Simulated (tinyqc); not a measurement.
Inside a calculation. Method: G0W0 on RHF in the sto-3g basis, for H3+, spin multiplicity 1. One step of it, computed by the program tinyqc.

Task: Screening: direct RPA. With D = e_a - e_i and K = (ia|jb): diagonalise D^(1/2) (D + 4K) D^(1/2) = Z w^2 Z^T; X + Y = D^(1/2) Z w^(-1/2), each column of Z with its largest component positive (the first on a tie); E_c = (sum w - tr (D + 2K)) / 2.

orbital energies (hartree): MO1 -1.036991, MO2 -0.110149, MO3 -0.109919

Two-electron integrals over orbitals (pq|rs), unique and non-zero (hartree):
```
(11|11) 0.556076    (21|21) 0.145334    (22|11) 0.543468    (22|22) 0.632661
(31|11) 0.000037    (31|22) -0.100672   (31|31) 0.145338    (32|21) -0.100704
(32|32) 0.079381    (33|11) 0.543512    (33|22) 0.473994    (33|31) 0.100686
(33|33) 0.632677
```

Give: D^(1/2) (D + 4K) D^(1/2); excitation energies w; X + Y; RPA correlation energy.

Result:

D^(1/2) (D + 4K) D^(1/2) (hartree^2):
```
        1>2     1>3
1>2  1.3978  0.0000
1>3  0.0000  1.3984
```

excitation energies w (hartree): 1.1823  1.1825

X + Y:
```
          1       2
1>2  0.8854  0.0000
1>3  0.0000  0.8854
```

RPA correlation energy = -0.035203 hartree
